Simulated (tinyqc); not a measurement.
Series resistance and length offset from two lengths at two overdrives.

Inverse problem. In strong inversion R W = Rsd + k(x)(L - dL), k(x) = (1 + th1 x)/(mu0 Cox x), x the overdrive, Cox = eps0 eox/tox, with Rsd and dL independent of x. Find dL, Rsd, mu0 and th1.

Parameters, values chosen for the exercise:
```
symbol  value  unit                                                               meaning
eox      22.3        relative permittivity of the gate insulator (close to hafnium oxide)
tox       6.6    nm                                                   insulator thickness
```

Constants: eps0 = 8.8541878128e-14 F/cm where lengths are in cm. Results are converted to the units shown.

total resistance times width (ohm um):
```
,L = 0.056 um,L = 0.51 um
overdrive 0.43 V,641.069547,4847.58982
overdrive 1.24 V,354.761710,2108.75824
```

Solution. At each overdrive R W is a straight line in L; the two lines cross at L = dL, R W = Rsd. Their slopes give k x = (1 + th1 x)/(mu0 Cox), a straight line in x.

dL = 0.00300 um
Rsd = 150 ohm um
mu0 = 94.0 cm^2/(V s)
th1 = 0.280 1/V

Numbers from tinyqc (`OMP_NUM_THREADS=1 python tinyqc.py 2210013 2210014 out.jsonl`; about 0.01 s on one thread of a shared Intel Xeon 2.30GHz).
